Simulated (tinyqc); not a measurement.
Biaxial strain splits the top of the valence band: sp3s* tight binding, strained.

sp3s* tight binding, nearest neighbours only: anion (a) at 0, cation (c) at a/4 (1,1,1), orbitals s, px, py, pz, s* on each; k in units of 2 pi/a. With phases e_j = exp(i (pi/2) k.n_j) for n = (1,1,1), (1,-1,-1), (-1,1,-1), (-1,-1,1): g0 = (e1+e2+e3+e4)/4, g1 = (e1+e2-e3-e4)/4, g2 = (e1-e2+e3-e4)/4, g3 = (e1-e2-e3+e4)/4. The diagonal holds the levels Esa, Epa, Exa (s*) and Esc, Epc, Exc. Anion-cation block: <sa|sc> = Vss g0; <sa|xc> = Vsapc g1; <xa|sc> = -Vscpa g1; <xa|xc> = Vxx g0; <xa|yc> = <ya|xc> = Vxy g3, <xa|zc> = <za|xc> = Vxy g2, <ya|zc> = <za|yc> = Vxy g1; <s*a|xc> = Vxapc g1; <xa|s*c> = -Vpaxc g1; y and z take g2 and g3 in place of g1; s-s* and s*-s* vanish.

Strain e moves each bond vector to d = (1 + e) d0 (no internal displacement for the diagonal strains used here) and k is given in fractions of the strained reciprocal cell, so the phases stay. Two-centre values Vss_sigma = Vss/4, Vsp_sigma = sqrt3 V/4 for each s-p and s*-p pair, Vpp_sigma = (Vxx + 2 Vxy)/4, Vpp_pi = (Vxx - Vxy)/4 are scaled by (d0/d)^eta and combined with the new direction cosines; the levels on the diagonal stay.

Inputs chosen for the exercise (near a published set for Si, fitted to gaps, whose masses and valley positions are rough; spin-orbit coupling, where it is added without a refit, lifts the valence top and shrinks all gaps by about a third of the splitting; the results hold for these values, not for the real material):
```
symbol  value   unit  meaning
Esa     -4.198  eV    s level of the anion
Epa     1.719   eV    p level of the anion
Esc     -4.198  eV    s level of the cation
Epc     1.719   eV    p level of the cation
Exa     6.685   eV    s* level of the anion
Exc     6.685   eV    s* level of the cation
Vss     -8.287  eV    s-s
Vxx     1.715   eV    px-px
Vxy     4.563   eV    px-py
Vsapc   5.725   eV    s anion, p cation
Vscpa   5.725   eV    s cation, p anion
Vxapc   5.381   eV    s* anion, p cation
Vpaxc   5.381   eV    p anion, s* cation
eta     2             scaling exponent
D001    0.74          ratio -ezz/exx
```

No spin-orbit coupling; k = 0; exx = eyy = e, ezz = -D001 e. The four bonds keep equal lengths, and the sums over them give Vxx(e) for px and py and Vzz(e) for pz; each level is the lower root of [[Epa, V], [V, Epc]], and the s level the upper root of the s block. The shear potential b follows from E(x,y) - E(z) = 3 b (exx - ezz), taken as the slope between e = -0.005 and 0.005.

Couplings and levels at Gamma (eV):
```
e           ezz  Vxx(e)  Vzz(e)   E(x,y)     E(z)  E(x,y) - E(z) (meV)  upper s level
-0.020   0.0148  1.6346  1.9620   0.0844  -0.2430                327.5         4.2277
-0.010   0.0074  1.6756  1.8369   0.0434  -0.1179                161.3         4.1585
-0.005   0.0037  1.6955  1.7755   0.0235  -0.0565                 80.0         4.1238
0.005   -0.0037  1.7341  1.6553  -0.0151   0.0637                -78.8         4.0542
0.010   -0.0074  1.7527  1.5963  -0.0337   0.1227               -156.3         4.0193
0.020   -0.0148  1.7887  1.4809  -0.0697   0.2381               -307.8         3.9494
```

b = -3.042 eV

Under tension in the plane (e > 0) the bonds tilt towards the plane, Vxx grows to 1.7527 and Vzz falls to 1.5963 eV at e = 0.01, and the pz state forms the top of the valence band, by 156.3 meV; under compression (e = -0.01) the px, py pair does, by 161.3 meV. The slope gives b = -3.04 eV, a rough value, since on-site strain terms are left out (measured values lie near -2 eV).

Computed by tinyqc, a small Python program: `OMP_NUM_THREADS=1 python tinyqc.py 1480916 1480917 out.jsonl` (the numbers bound the seed that draws the inputs); one thread of a shared host (Intel(R) Xeon(R) Processor @ 2.30GHz), about 0.2 s for the whole set of steps.
